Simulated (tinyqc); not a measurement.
# Free and trapped electrons in a MOS channel with a dense trap tail: effects of single changes

p-type body, charge-sheet picture, full ionisation (an idealisation for deep acceptors), Boltzmann statistics for free electrons. e = Ec - EF at the surface. Acceptor-like traps of density D(E) = D0 + De exp(-E/Ew) at depth E below Ec, from 0 to Eu, hold n_t = integral of D(E)/(1 + exp((e - E)/Vt)). psi = Eg - Vt ln(Nv/Na) - e; N_dep = sqrt(2 eps0 eps_r Na (psi - Vt)/q); n_f = sqrt(N_dep^2 + 2 eps0 eps_r Vt Nc exp(-e/Vt)/q) - N_dep; Vg = Vfb + psi + q (N_dep + n_t + n_f)/Cox, Cox = eps0 eox/tox.

Values chosen for this exercise; band and dielectric values close to those of silicon: temperature T = 300 K; band gap Eg = 1.13 eV; relative permittivity eps_r = 11.7; conduction-band density of states at T Nc = 2.81e19 cm^-3; valence-band density of states at T Nv = 2.7e19 cm^-3; relative permittivity of the insulator eox = 3.9; insulator thickness tox = 33 nm; acceptor density Na = 8.3e16 cm^-3; flat-band voltage without trapped charge Vfb = -0.69 V; constant background density of acceptor-like traps D0 = 1.5e11 cm^-2 eV^-1; density of the tail at the conduction edge De = 3.4e13 cm^-2 eV^-1; decay energy of the tail Ew = 0.11 eV; depth below Ec down to which the traps reach Eu = 0.6 eV; mobility of free electrons mf = 180 cm^2/(V s).

Constants: q = 1.602176634e-19 C, kB = 1.380649e-23 J/K, Vt = kB T/q, eps0 = 8.8541878128e-14 F/cm where lengths are in cm. Results are converted to the units shown.

Each table varies one quantity; the others keep the values above.

## Free and trapped charge against gate voltage

Free share n_f/(n_f + n_t); swing ln 10 n_f/(dn_f/dVg); field-effect mobility mf q (dn_f/dVg)/Cox, for a constant mf; oxide field q (N_dep + n_t + n_f)/(eps0 eox).

Free and trapped charge against gate voltage:
```
Vg (V),e (eV),n_f (cm^-2),n_t (cm^-2),free share (%),swing (mV/decade),field-effect mobility (cm^2/(V s)),oxide field (MV/cm)
1.2,0.4159,6.377e5,1.052e11,6.061e-4,220.3,0.001837,0.4016
2.2,0.2353,5.951e8,5.216e11,0.1140,540.6,0.6985,0.6500
3.1,0.1600,1.037e10,1.006e12,1.021,968.3,6.799,0.8999
4,0.1146,5.710e10,1.491e12,3.688,1535,23.61,1.159
5,0.08137,1.898e11,1.971e12,8.783,2411,49.95,1.452
5.9,0.06011,3.908e11,2.332e12,14.35,3414,72.64,1.718
6.8,0.04355,6.606e11,2.630e12,20.07,4553,92.08,1.986
7.8,0.02858,1.029e12,2.897e12,26.20,5916,110.4,2.284
8.7,0.01720,1.413e12,3.088e12,31.39,7211,124.3,2.554
```

n_f reaches 1e11 cm^-2 at Vg = 4.41 V, against 1.81 V without traps. The free share rises from 6.06e-4 to 31.4 % and the field-effect mobility rises from 0.00184 to 124 cm^2/(V s), although mf = 180 is constant: in the last row 69.1 % of Cox dVg goes into free electrons. The swing in the first row is 220 mV a decade (Vt ln 10 = 59.5). For Vg = 6.8, 7.8, 8.7 EF lies less than 2 Vt below the band edge, or above it, where degeneracy and confinement, left out, matter.

## Effect of the decay energy of the tail

VT is the Vg for n_f = 1e11 cm^-2; swing ln 10 n_f/(dn_f/dVg) at n_f = 1e8 cm^-2; the last three columns are for Vg = VT + 2.6 V, with free share n_f/(n_f + n_t) and field-effect mobility mf q (dn_f/dVg)/Cox; there EF is near the band edge, where Boltzmann statistics are rough.

Results:
```
Ew (eV),e at VT (eV),VT (V),q n_t/Cox at VT (V),swing (mV/decade),n_f (cm^-2),free share (%),field-effect mobility (cm^2/(V s))
0.03,0.09931,2.085,0.2732,135.0,1.244e12,66.04,141.0
0.07,0.09931,2.996,1.185,204.5,8.907e11,35.73,112.3
0.09,0.09931,3.667,1.856,291.4,7.976e11,27.17,103.1
0.11,0.09931,4.411,2.600,399.9,7.327e11,21.39,96.20
0.13,0.09931,5.191,3.380,518.4,6.855e11,17.41,90.82
0.15,0.09931,5.980,4.169,639.1,6.499e11,14.59,86.56
0.17,0.09931,6.760,4.949,757.5,6.223e11,12.53,83.12
```

Estimate the missing row, Ew = 0.05 eV.

Computed row:
```
Ew (eV),e at VT (eV),VT (V),q n_t/Cox at VT (V),swing (mV/decade),n_f (cm^-2),free share (%),field-effect mobility (cm^2/(V s))
0.05,0.09931,2.448,0.6365,151.7,1.030e12,48.39,124.5
```

With this row back in the table: As Ew goes from 0.03 to 0.17, VT rises from 2.08 to 6.76 V, its part due to traps rises from 0.273 to 4.95 V, the swing rises from 135 to 757 mV/decade and the field-effect mobility falls from 141 to 83.1 cm^2/(V s).

tinyqc, about 0.02 s, one thread, Intel Xeon 2.30GHz (shared host): `OMP_NUM_THREADS=1 python tinyqc.py 2222105 2222106 out.jsonl`
